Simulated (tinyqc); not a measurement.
Changing the junction depth x_j: lateral field, substrate current, probability of reaching the oxide barrier and hot-carrier lifetime of a silicon transistor (pseudo-two-dimensional and lucky-electron models). Computed by tinyqc, a small Python program. Command: `OMP_NUM_THREADS=1 python tinyqc.py 3020319 3020320 out.jsonl hotcar sweep`. One thread of a shared host (Intel(R) Xeon(R) Processor @ 2.30GHz), about 0.01 s of CPU time with the checks.

Local-field models: a lucky carrier gains its energy at the peak field over a path free of collisions. Voltages are magnitudes.

Inputs (values chosen for the exercise, modelled on a silicon p-channel):
```
quantity                             value                      unit
channel length L                      1000                        nm
oxide thickness t                       20                        nm
mobility mu                            100                cm^2/(V s)
saturation velocity v_s               0.66                  1e7 cm/s
threshold voltage V_T                  0.5                         V
gate voltage V_G                       4.1                         V
drain voltage V_D                      7.2                         V
ionisation prefactor A_i           8.9e+06                      1/cm
ionisation field B_i                  3.84                     MV/cm
hot-carrier mean free path lambda      5.2                        nm
oxide barrier phi_b                    4.6                        eV
interface-trap threshold phi_it        4.5                        eV
lifetime constant H                    500  s microampere/micrometre
```

Drain: abrupt.

Constants: eps_0 = 8.8541878128e-12 F/m.

Method:
- C_ox = 3.9 eps_0/t; F_sat = 2 v_s/mu; V_Dsat = V_ov F_sat L/(V_ov + F_sat L), V_ov = V_G - V_T; I_D/W = C_ox v_s (V_ov - V_Dsat).
- Scale length l = 0.22 t^(1/3) x_j^(1/2) (all in cm); F_m = sqrt(((V_D - V_Dsat)/l_e)^2 + F_sat^2), with l_e = l; length of the velocity-saturated region l_e ln((V_D - V_Dsat)/(l_e F_sat) + F_m/F_sat).
- Substrate current I_sub/I_D = (A_i/B_i)(V_D - V_Dsat) exp(-B_i/F_m); probability of reaching the oxide barrier exp(-phi_b/(e lambda F_m)); lifetime tau = (H/(I_D/W)) exp(phi_it/(e lambda F_m)).

One run for each value; columns: (1) junction depth x_j (nm); (2) peak field F_m (kV/cm); (3) substrate current I_sub/W (microampere/micrometre); (4) lifetime tau (s); (5) scale length l (nm):
```
(1)     (2)         (3)         (4)     (5)
55   685.31  3.2826e+00  1.7341e+06   65.01
78   579.91  1.1856e+00  1.7210e+07   77.41
110  493.49  3.7183e-01  2.3480e+08   91.93
160  415.78  8.6844e-02  6.2242e+09  110.87
230  354.35  1.7513e-02  2.2970e+11  132.93
320  308.46  3.4935e-03  8.6884e+12  156.80
460  267.38  5.1598e-04  6.4691e+14  187.99
660  234.75  7.0097e-05  5.8154e+16  225.18
```

What does the table show, and why?

Over the rows, peak field F_m (kV/cm) falls from 685 to 235 (exponent d ln y / d ln x -0.48 between the first rows and -0.36 between the last); substrate current I_sub/W (microampere/micrometre) falls from 3.28 to 7.01e-5 (exponent d ln y / d ln x -2.9 between the first rows and -5.5 between the last); lifetime tau (s) rises from 1.73e6 to 5.82e16 (exponent d ln y / d ln x 6.6 between the first rows and 12 between the last). At the low end the exponent of peak field F_m is -0.48, close to -0.50: l grows as x_j^(1/2).

Extremes, crossings and ranges named in words are read from the listed rows.
